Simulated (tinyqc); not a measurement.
Metal-induced gap states at the contact of a metal chain and a two-band chain, step by step. Values are carried at full precision from step to step, so a last printed digit may differ when a step is redone from the rounded ones.

The semiconductor alternates sites A at -Eg/2 and C at +Eg/2 with hopping -t; the gap runs from -Eg/2 to Eg/2. In the gap cosh(q a) = 1 + (Eg^2/4 - E^2)/(2 t^2) and the amplitude changes by -exp(-q a) a period. The metal has site energy 0 and hopping -tm; its end site has g_m = (E - i sqrt(4 tm^2 - E^2))/(2 tm^2). Sites 1, 2, ... count into the semiconductor, with energies e1, e2 alternating. The clean half chain has g1 = 1/(E - e1 - t^2 g2), g2 = 1/(E - e2 - t^2 g1), decaying root. With the contact G11 = 1/(1/g1 - tc^2 g_m), and the density on site j is -Im G_jj/pi = |psi_j/psi_1|^2 (-Im G11/pi), per spin, with psi_2/psi_1 = -t g2, psi_3/psi_2 = -t g1.

Constants: e^2/(4 pi eps0) = 14.39964547 eV angstrom.

Values chosen for the exercise (gap and optical dielectric constant near those of GaAs; the chain itself is a model; the results hold for these values, not for the real material): Eg = 1.5 eV (gap); t = 2.34 eV (hopping in the semiconductor); a = 4 angstrom (period (two sites); one chain for each area a^2); E = -0.17 eV (energy from mid-gap); tm = 1.93 eV (hopping in the metal); tc = 2.03 eV (hopping across the contact); end = A (site that touches the metal); eps = 11.2 (dielectric constant).

## Decay in the gap

Form cosh(q a), l = exp(-q a), q and the decay length 1/(2q) of the density.

cosh(q a) = 1.04873
l = 0.73277
q = 0.07773 1/angstrom
xi, the decay length of the density = 6.433 angstrom

## Green functions

The decaying root is g1 = (1 - l)/(E - e1), g2 = (1 - l)/(E - e2), l = exp(-q a). Form them, g_m and G11.

g1, g2 (1/eV): 0.46073  -0.29046

g_m = -0.02282-0.51763i 1/eV
G11 = 0.23398-0.22041i 1/eV

## Density site by site

D1 = -Im G11/pi, D2 = (t g2)^2 D1, and each further period multiplies by l^2. The sum over all sites is (D1 + D2)/(1 - l^2). The Green functions stand in the order g1, g2.

density on sites 1 to 8 (1/eV): 0.07016  0.03241  0.03767  0.01740  0.02023  0.00934  0.01086  0.00502

Ds, the density per spin summed over the semiconductor = 0.22151 1/eV

The first period holds 46 % of the gap states at this energy.

## Pinning factor

Gap states per area N = 2 Ds/a^2 (two spins). Charge in them sits a distance xi from the metal, so S = 1/(1 + 4 pi e^2 N xi/eps), e^2 meaning e^2/(4 pi eps0); S is the change of the barrier per change of the metal work function.

N = 2.769e+14 1/(eV cm^2)
4 pi e^2 N xi/eps = 2.8776
S = 0.2579

Partial pinning, between the Bardeen (0) and Schottky (1) limits.

## Checks

- g1 from the closed form against decimation: both 0.460733.

Run: tinyqc, `OMP_NUM_THREADS=1 python tinyqc.py 1480583 1480584 out.jsonl`; Intel(R) Xeon(R) Processor @ 2.30GHz, one thread, shared host; about 0.01 s of CPU time with all checks.
